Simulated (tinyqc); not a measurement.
Balance functions: hot carriers by balance equations with a heated Maxwellian. Computed by tinyqc, a small Python program. Command: `OMP_NUM_THREADS=1 python tinyqc.py 3003049 3003050 out.jsonl hot walk`. One thread of a shared host (Intel(R) Xeon(R) Processor @ 2.30GHz), about 0.01 s of CPU time with the checks.

The carriers follow a Maxwellian at an electron temperature T_e, slightly displaced; the drift energy is neglected against k_B T_e. The balance averages the rate, not the time, so mu_0 lies below the relaxation-time value.

Inputs (values chosen for the exercise, modelled on holes in silicon):
```
quantity                                          value       unit
effective mass m                                  0.514        m_0
density rho                                        2329     kg/m^3
sound velocity v_l                                 9180        m/s
acoustic deformation potential D_A                  5.1         eV
phonon energy hbar w                               61.1        meV
optical or intervalley deformation potential D_o    8.5  1e8 eV/cm
final valleys Z_f                                     1          -
lattice temperature T                               250          K
```

Band: parabolic. Solver: damped fixed point.

Constants: k_B = 8.617333262e-05 eV/K; k_B = 1.380649e-23 J/K; e = 1.602176634e-19 C; hbar = 1.054571817e-34 J s; m_0 = 9.1093837015e-31 kg; hbar = 6.582119569e-16 eV s.

Method:
- Parabolic band: E = hbar^2 k^2/(2 m), speed v = hbar k/m, states per spin, volume and energy g(E) = m k/(2 pi^2 hbar^2). Masses are multiplied by m_0 and all formulas are in SI units.
- Phonon occupation N_q = 1/(exp(hbar w/(k_B T)) - 1).
- Acoustic deformation potential (elastic, equipartition, absorption and emission together): 1/tau = 2 pi k_B T D_A^2 g(E)/(hbar rho v_l^2).
- Optical or intervalley deformation potential: 1/tau = (pi Z_f D_o^2/(rho w)) [N_q g(E + hbar w) + (N_q + 1) g(E - hbar w)], with g = 0 below the band edge.
- Averages over the Maxwellian, <y> = int y x^(1/2) exp(-x) dx / int x^(1/2) exp(-x) dx with x = E/(k_B T_e), split at x_0 = hbar w/(k_B T_e): 64 Gauss-Legendre points in sqrt(x) below it and 128 in sqrt(x - x_0) above it, up to x = 32. Momentum balance: mu(T_e) = e/(m nu), nu = <x (sum of rates)>/<x>. Power lost per carrier: P(T_e) = hbar w <emission rate - absorption rate> + <(2 m v_l^2/(k_B T)) (E - 2 k_B T) acoustic rate>.
- The field that sustains T_e follows from e mu F^2 = P.

Against the electron temperature:
```
T_e (K)  mu (cm^2/(V s))  P optical (1e9 eV/s)  P acoustic (1e9 eV/s)  F (kV/cm)  drift velocity (1e7 cm/s)
275               1067.5                  7.28             9.3782e-02      2.628                     0.2805
325                872.3                 23.57             3.0585e-01      5.231                     0.4563
400                690.3                 50.43             6.7863e-01      8.605                     0.5940
500                550.2                 87.51             1.2646e+00     12.702                     0.6989
750                387.0                174.93             3.0975e+00     21.447                     0.8301
1250               269.2                316.43             7.9977e+00     34.715                     0.9346
2000               201.8                474.47             1.7704e+01     49.386                     0.9966
3000               160.4                634.24             3.4073e+01     64.546                     1.0354
```

What follows from these numbers?

Optical phonons take 99 % of the power in the first row and 95 % in the last. The velocity grows as F^0.71 at first and as F^0.14 at the end, so it levels off; if optical phonons alone set both balances the limit at high T_e would be sqrt(3 hbar w tanh(hbar w/2 k_B T)/(4 m)) = 1.18 in the same unit. Rows above 1400 K (k_B T_e > 0.12 eV) stretch the parabolic band.
